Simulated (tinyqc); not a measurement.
Off-state leakage of single and stacked transistors: two steps of the calculation.

n-channel devices of unit width. Subthreshold current I(Vg, Vs, Vd) = I0 (T/300 K)^0.5 exp[(Vg - Vs - VT(T) - gb (Vs - Vb) + dd (Vd - Vs))/(nf Vt)] (1 - exp(-(Vd - Vs)/Vt)), VT(T) = VT - cT (T - 300 K). Gate-edge tunnelling Ig (Vd/1 V) exp(ag (Vd - 1 V)), for a gate at 0 V, and band-to-band leakage Ab u exp(-Bb/u), u = Vd - Vb + 1 V, flow at a drain held at V; both are taken as independent of T. In a stack of off transistors (all gates at 0 V) the same subthreshold current passes through each.

Values chosen for this exercise; values of the order met in bulk silicon logic transistors:

| symbol | value | unit | meaning |
|---|---|---|---|
| T | 378 | K | temperature |
| V | 0.8 | V | supply voltage |
| VT | 0.36 | V | threshold at 300 K, zero drain and body bias |
| cT | 0.9 | mV/K | fall of the threshold with temperature |
| I0 | 0.35 | uA/um | current at threshold at 300 K |
| nf | 1.3 |  | slope factor |
| dd | 0.13 |  | drain-induced lowering per volt |
| gb | 0.18 |  | rise of the threshold per volt of source-body bias |
| Ig | 5e-5 | uA/um | gate-edge tunnelling current at 1 V |
| ag | 4.8 | 1/V | exponential slope of the gate current |
| Ab | 1 | uA/(um V) | prefactor of band-to-band leakage at the drain |
| Bb | 22 | V | its exponential voltage |
| Vb | 0 | V | body voltage |

Constants: q = 1.602176634e-19 C, kB = 1.380649e-23 J/K, Vt = kB T/q. Results are converted to the units shown.

Question 1. Leakage of one transistor. Vg = Vs = 0, Vd = V; effective threshold VT(T) - gb Vb - dd V.

Give: effective threshold; parts; total; shares.

Answer 1.

effective threshold = 0.18580 V
parts (nA/um): subthreshold 4.8831, gate edge 0.015316, band-to-band 0.0088558
total = 4.9073 nA/um
shares (%): subthreshold 99.507, gate edge 0.31210, band-to-band 0.18046

The subthreshold part is the largest.

Question 2. New Vx. Stack of two, Vx the node between them: I_low = I(0, 0, Vx), I_up = I(0, Vx, V), f = ln(I_up/I_low), f' = -(1 + gb + 2 dd)/(nf Vt) - 1/(Vt (exp(Vx/Vt) - 1)) - 1/(Vt (exp((V - Vx)/Vt) - 1)), Vx(new) = Vx - f/f'.

Vx at the start = 0.072 V

Find: I_low; I_up; f; f'; Vx after iteration 1.

Answer 2.

I_low = 0.46519 nA/um
I_up = 0.52645 nA/um
f = 0.12371
f' = -37.787 1/V
Vx after iteration 1 = 0.075274 V

Computed by the program tinyqc: `OMP_NUM_THREADS=1 python tinyqc.py 2242224 2242225 out.jsonl`, one thread of a shared Intel Xeon 2.30GHz, about 0.03 s for the whole run.
